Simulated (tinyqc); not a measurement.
# Changing the lifetime tau

Model: Haynes-Shockley experiment: drift, diffusion and decay of a minority-carrier pulse. Computed by tinyqc, a small Python program. Command: `OMP_NUM_THREADS=1 python tinyqc.py 3112256 3112257 out.jsonl haynes sweep`. One thread of a shared host (Intel(R) Xeon(R) Processor @ 2.30GHz), about 0.01 s of CPU time with the checks.

A thin sheet of excess carriers is made at x = 0, t = 0 in a long uniform bar; injection is low, so the pulse moves with the minority mobility.

Inputs (values chosen for the exercise, modelled on electrons in p-type silicon in a lightly doped bar):

| quantity | value | unit |
|---|---|---|
| minority mobility mu | 1390 | cm^2/(V s) |
| temperature T | 300 | K |
| field F | 7.6 | V/cm |
| distance d to the collector | 0.79 | cm |
| injected sheet density N0 | 8.7e+09 | 1/cm^2 |

Constants: k_B = 8.617333262e-05 eV/K.

Method:
- D = mu k_B T/e, v = mu F.
- Transit time d/v, diffusion length sqrt(D tau), drift length v tau, Peclet number v d/D = e F d/(k_B T).
- dn(x, t) = N0/sqrt(4 pi D t) exp(-(x - v t)^2/(4 D t) - t/tau).
- At fixed x the signal peaks where d ln(dn)/dt = 0: a t^2 + t/2 - x^2/(4 D) = 0 with a = v^2/(4 D) + 1/tau.
- The full width at half maximum is found by solving dn(x, t) = peak/2 on both sides of the peak.
- With w the full width at half maximum: mu = d/(F t_p); D = (w d)^2/(16 ln2 t_p^3); Einstein ratio D/mu against k_B T/e.

One run for each value:

| lifetime tau (microsecond) | peak density (1/cm^3) | time of the peak t_p (microsecond) | error of mu (%) | error of D (%) |
|---|---|---|---|---|
| 24 | 2.217e+09 | 72.55 | 3.080 | 0.7131 |
| 47 | 9.825e+09 | 73.47 | 1.792 | 0.7222 |
| 93 | 2.134e+10 | 73.95 | 1.122 | 0.7270 |
| 180 | 3.136e+10 | 74.20 | 0.789 | 0.7294 |
| 360 | 3.855e+10 | 74.33 | 0.610 | 0.7307 |
| 720 | 4.274e+10 | 74.39 | 0.521 | 0.7314 |

Over the rows, peak density (1/cm^3) rises from 2.22e9 to 4.27e10 (exponent d ln y / d ln x 2.2 between the first rows and 0.15 between the last); time of the peak t_p (microsecond) rises from 72.5 to 74.4 (exponent d ln y / d ln x 0.019 between the first rows and 0.0013 between the last); error of mu (%) falls from 3.08 to 0.521 (exponent d ln y / d ln x -0.81 between the first rows and -0.23 between the last). With a long lifetime the error of mu tends to the part from spreading alone; in the last row it is 0.521 %. Left out: 6.00, 12.0 (the pulse dies before the collector).

Extremes, crossings and ranges named in words are read from the listed rows.
